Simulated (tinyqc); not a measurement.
## Level and width from two currents at zero temperature

Question. In a resonant-tunnelling diode at zero temperature a sharp resonance at Er = E0 - alpha V between the emitter band edge and Ef carries J = K (pi/2) G Tp (Ef - Er), K = q^3 mw m0/(2 pi^2 hbar^3) (times 1e-4 for A/cm^2 per eV^2), with G its full width and Tp its peak transmission, G Tp taken as constant, and no back flow. Find G Tp and E0.

Inputs (values chosen for the exercise); masses and offsets close to those of GaN wells and AlGaN barriers: mass in the well, spacer and contacts mw = 0.2 m0; Fermi energy of both contacts above their band edges Ef = 0.055 eV; share of the bias at the well alpha = 0.35.

Constants: q = 1.602176634e-19 C, hbar = 1.054571817e-34 J s, m0 = 9.1093837015e-31 kg. Results are converted to the units shown.

J at V = 0.2 and 0.31 V (kA/cm^2): [134.21954, 650.96478]

Answer. J is linear in V: the slope gives G Tp, and the onset V0, where the line meets zero, gives E0 = Ef + alpha V0.

G Tp = 2.640 meV
E0 = 0.1150 eV

tinyqc, about 0.07 s, one thread, Intel Xeon 2.30GHz (shared host): `OMP_NUM_THREADS=1 python tinyqc.py 2600051 2600052 out.jsonl`
